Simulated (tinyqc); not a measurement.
Inside a calculation. Model: CMOS latch-up, two-transistor model.

Program tinyqc, `OMP_NUM_THREADS=1 python tinyqc.py 2670013 2670014 out.jsonl`; Intel Xeon 2.30GHz, shared host, one thread, about 0.04 s. Printed values are rounded.

A parasitic pnp (emitter at Vdd, base shunted by Rw) and npn (emitter at ground, base shunted by Rs) feed each other: the npn collector current flows out of the pnp base node, the pnp collector current into the npn base node. Forward-active transistors with constant gains: Icn = Isn exp(Vn/Vt), Icp = Isp (exp(Vp/Vt) - 1). A current Ii is injected into the npn base node.

Inputs (values chosen for the exercise); values close to those of bulk CMOS:
- T = 350 K (temperature)
- bn = 12 (current gain of the npn)
- bp = 3 (current gain of the pnp)
- Isn = 2.5e-13 A (saturation current of the npn at T)
- Isp = 7.3e-13 A (saturation current of the pnp at T)
- Rs = 120 ohm (substrate resistance shunting the npn)
- Rw = 1000 ohm (well resistance shunting the pnp)
- R2 = 470 ohm (resistance from the pnp collector to the npn base)
- Von = 0.67 V (base-emitter voltage in the on state)
- Vsat = 0.11 V (saturation voltage)
- Vdd = 1.2 V (supply voltage)
- Ii = 3.83 mA (current injected into the substrate)

Constants: q = 1.602176634e-19 C, kB = 1.380649e-23 J/K, Vt = kB T/q. Results are converted to the units shown.

## Holding current and voltage

On state with both base-emitter voltages at Von: npn base current Ib = (Von/Rs + bp Von/Rw)/(bn bp - 1), holding current Ih = (bn + 1) Ib + Von/Rs, holding voltage Vh = Vsat + Von + R2 (Ib + Von/Rs).

bn bp = 36
Ib = 0.216952 mA
Ih = 8.40371 mA
Vh = 3.50613 V

Vh is above Vdd = 1.2 V, so the supply cannot sustain a latched state.

## The off branch

Vn, point 0 to 7 (V): 0.447  0.527  0.577  0.607  0.627  0.647  0.662  0.677

Node equations: Vp/Rw + Icp/bp = Icn and Vn/Rs + Icn/bn = Icp + Ii. Loop gain G = gn gp/[(1/Rw + gp/bp)(1/Rs + gn/bn)], gn = Icn/Vt, gp = (Icp + Isp)/Vt; the off state ends where G = 1, and Ii there is the trigger current. For each Vn: Icn, then Vp from the first equation, then Ii from the second.

```
point   Icn (mA)     Vp (V)    Icp (mA)  Ii (mA)           G
0      6.8306e-4  6.8306e-4  1.6721e-11   3.7251  6.7269e-11
1      0.0096918  0.0096918  2.7665e-10   4.3925   1.2829e-9
2       0.050860   0.050860   3.2116e-9   4.8126   2.6007e-8
3        0.13752    0.13752   6.9009e-8   5.0698   1.2099e-6
4        0.26690    0.26689   5.0860e-6   5.2472   1.6452e-4
5        0.51800    0.51222    0.017337   5.4175     0.84848
6        0.85177    0.62315     0.68586   4.9018      7.0039
7         1.4006    0.65865      2.2258   3.5326      10.970
```

Ii peaks at 5.418 mA, at Vn = 0.6474 V where G = 1; beyond it the loop feeds itself.

## Iteration 1: response to the injected current, once round the loop per iteration

Vn at the start = 0.5 V

Icn = Isn exp(Vn/Vt); Vp solves Vp/Rw + Icp/bp = Icn; Vn(new) solves Vn/Rs + (Isn/bn) exp(Vn/Vt) = Icp + Ii.

Icn = 0.00395934 mA
Vp = 0.00395934 V
Icp = 1.02405e-10 mA
Vn after iteration 1 = 0.459590 V

## Course of the iteration: response to the injected current, once round the loop per iteration

Stop when Vn changes by less than 1e-9 V, or after 150 iterations. Vn must stay below 1.1 V.

Course of the iteration:
```
iteration    Vn (V)  |change| (V)
1          0.459590        0.0404
2          0.459590      9.22e-12
```

Converged in 2 iterations. The change falls from 0.040 in the first iteration to below the tolerance in the last. An off state exists, since Ii is below the trigger current, the largest Ii that the node equations allow, 5.418 mA.
